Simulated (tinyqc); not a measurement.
# Fully depleted semiconductor-on-insulator film with two gates, non-linear Poisson equation by Newton steps: what changes with what

One dimension across the film, front interface at x = 0, back interface at x = ts. psi is counted from the intrinsic level, n = ni exp(psi/Vt) (source grounded), holes neglected, acceptors ionised. Gates act through Cox = eps0 eox/tox and Cbox = 3.9 eps0/tb with potentials G1 = Vg - (phiM - chi - Vt ln(Nc/ni)) and G2 = Vb - (phiB - chi - Vt ln(Nc/ni)). Classical Boltzmann densities, no interface charge, no depletion in the back plane.

Inputs (values chosen for the exercise); band and dielectric values close to those of silicon:
```
symbol    value   unit                                                                 meaning
T           300      K                                                             temperature
Eg         1.14     eV                                                                band gap
eps_r      11.7                                                          relative permittivity
Nc      2.79e19  cm^-3                                  conduction-band density of states at T
Nv       2.7e19  cm^-3                                     valence-band density of states at T
chi           4     eV                                                       electron affinity
eox         3.9         relative permittivity of the gate insulator (close to silicon dioxide)
tox         1.3     nm                                                     insulator thickness
ts          8.5     nm                                                          film thickness
tb           12     nm                                      buried-oxide thickness (eps_r 3.9)
Na         1e15  cm^-3                                            acceptor density of the film
phiM       4.21     eV                                         work function of the front gate
phiB       4.05     eV                                         work function of the back plane
Vb          1.7      V                                                       back-gate voltage
```

Constants: q = 1.602176634e-19 C, kB = 1.380649e-23 J/K, Vt = kB T/q, eps0 = 8.8541878128e-14 F/cm where lengths are in cm. Results are converted to the units shown.

Each table varies one quantity; the others keep the values above.

## Charge against front-gate voltage

ni = sqrt(Nc Nv) exp(-Eg/(2 Vt)), Eg in volts. The Poisson equation eps0 eps_r d2psi/dx2 = q (n + Na), with -eps0 eps_r dpsi/dx = Cox (G1 - psi) at x = 0 and eps0 eps_r dpsi/dx = Cbox (G2 - psi) at x = ts, is solved on 300 equal intervals with half boxes at both ends; N_inv is the trapezoid sum of n. Swing = ln 10/(d ln N_inv/dVg); the last column is (dN_inv/dVb)/(dN_inv/dVg).

Result of one run:

| Vg (V) | psi front (V) | psi back (V) | N_inv (cm^-2) | centroid/ts | swing (mV/decade) | q dN_inv/dVg over Cox | back/front leverage |
|---|---|---|---|---|---|---|---|
| 0.07 | 0.454 | 0.569 | 2.57e12 | 0.815 | 817 | 0.437 | 0.235 |

What becomes of these results when the front-gate voltage Vg is changed from 0.07 to -0.08 V, all else the same?

Result of the changed run:

| Vg (V) | psi front (V) | psi back (V) | N_inv (cm^-2) | centroid/ts | swing (mV/decade) | q dN_inv/dVg over Cox | back/front leverage |
|---|---|---|---|---|---|---|---|
| -0.08 | 0.362 | 0.563 | 1.63e12 | 0.887 | 671 | 0.337 | 0.292 |

The whole series:

| Vg (V) | psi front (V) | psi back (V) | N_inv (cm^-2) | centroid/ts | swing (mV/decade) | q dN_inv/dVg over Cox | back/front leverage |
|---|---|---|---|---|---|---|---|
| -0.83 | -0.253 | 0.220 | 1.65e6 | 0.945 | 79.0 | 2.91e-6 | 0.327 |
| -0.68 | -0.115 | 0.331 | 1.31e8 | 0.942 | 79.0 | 2.30e-4 | 0.326 |
| -0.53 | 0.0225 | 0.441 | 9.91e9 | 0.938 | 82.9 | 0.0166 | 0.325 |
| -0.38 | 0.150 | 0.522 | 2.40e11 | 0.932 | 176 | 0.189 | 0.322 |
| -0.23 | 0.260 | 0.551 | 8.54e11 | 0.916 | 415 | 0.286 | 0.314 |
| -0.08 | 0.362 | 0.563 | 1.63e12 | 0.887 | 671 | 0.337 | 0.292 |
| 0.07 | 0.454 | 0.569 | 2.57e12 | 0.815 | 817 | 0.437 | 0.235 |
| 0.22 | 0.524 | 0.571 | 3.89e12 | 0.670 | 855 | 0.632 | 0.165 |
| 0.37 | 0.567 | 0.571 | 5.67e12 | 0.517 | 1.01e3 | 0.778 | 0.135 |

N_inv passes 1e11 cm^-2 at Vg = -0.435 V. The swing starts at 79.0 mV a decade, against (1 + k) Vt ln 10 = 64.7 for a front channel with k = Cs Cbox/(Cox (Cs + Cbox)) = 0.0876, Cs = eps0 eps_r/ts; above threshold this column is no longer a subthreshold swing. The centroid falls from 0.945 to 0.517 of ts and the leverage of the back gate falls from 0.327 to 0.135. For Vg = -0.23, -0.08, 0.07, 0.22, 0.37 the density at an interface exceeds 0.3 Nc, where Boltzmann statistics fail. For Vg = -0.83, -0.68, -0.53, -0.38, -0.23, -0.08, 0.07, 0.22 the classical centroid lies within 3 nm of an interface, where confinement, left out, would push it away.

## Threshold and coupling against the back-gate voltage

VT is the Vg for N_inv = 1e11 cm^-2; -dVT/dVb from the linearised equation. Limits with Cs = eps0 eps_r/ts: front channel Cs Cbox/(Cox (Cs + Cbox)), back channel Cbox (Cox + Cs)/(Cox Cs). Swing at N_inv = 1e8 cm^-2.

The same in every row: front-channel limit = 0.0876; back-channel limit = 0.344.

Threshold and coupling against the back-gate voltage:

| Vb (V) | VT (V) | centroid/ts at VT | -dVT/dVb | swing (mV/decade) |
|---|---|---|---|---|
| -3 | 0.417 | 0.0450 | 0.0970 | 65.4 |
| -2.25 | 0.343 | 0.0602 | 0.100 | 65.6 |
| -1.5 | 0.266 | 0.0910 | 0.107 | 66.1 |
| -0.75 | 0.180 | 0.183 | 0.127 | 67.9 |
| 0 | 0.0601 | 0.541 | 0.209 | 74.3 |
| 0.75 | -0.136 | 0.855 | 0.298 | 78.0 |
| 1.5 | -0.370 | 0.926 | 0.321 | 78.9 |
| 2.25 | -0.614 | 0.951 | 0.329 | 79.2 |
| 3 | -0.863 | 0.963 | 0.333 | 79.4 |

Read the table: what changes, and by how much?

As Vb goes from -3 to 3, VT falls from 0.417 to -0.863 V, the centroid rises from 0.0450 to 0.963 of ts and -dVT/dVb rises from 0.0970 to 0.333. The coupling covers 3.66 % of the way from the front-channel to the back-channel limit in the first row and 95.4 % in the last. A positive back bias draws the electrons to the back interface, where the back gate has more leverage and the front gate less, so the swing worsens.

Computed by the program tinyqc: `OMP_NUM_THREADS=1 python tinyqc.py 2190164 2190165 out.jsonl`, one thread of a shared Intel Xeon 2.30GHz, about 0.4 s for the whole run.
